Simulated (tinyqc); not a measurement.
Thermodynamics of metal silicides: hull, first phase, silicon consumed, nucleation and stability against SiO2: one step, computed by the program tinyqc.

Entropies of formation of the solids are neglected, so heats stand for free energies. Si fractions: M5Si3 0.3750, MSi 0.5000, MSi2 0.6667.

Problem. Which phases are stable. A phase is stable if it lies below every straight line between a phase on its left and one on its right (M and Si at zero). Distance = its heat less the lowest such line, negative for a stable phase.

Inputs (values chosen for the exercise, of the order of those of tungsten silicides for heats and volumes only): heat of formation of M5Si3 = -16.4 kJ/mol atoms; heat of formation of MSi = -14.6 kJ/mol atoms; heat of formation of MSi2 = -27.4 kJ/mol atoms.

Phases: M5Si3, MSi, MSi2.

Give: distance to the lowest tie line.

Solution.

distance to the lowest tie line (kJ/mol atoms): M5Si3 -0.99, MSi 6.51, MSi2 -17.67

Unstable against decomposition into neighbours: MSi.
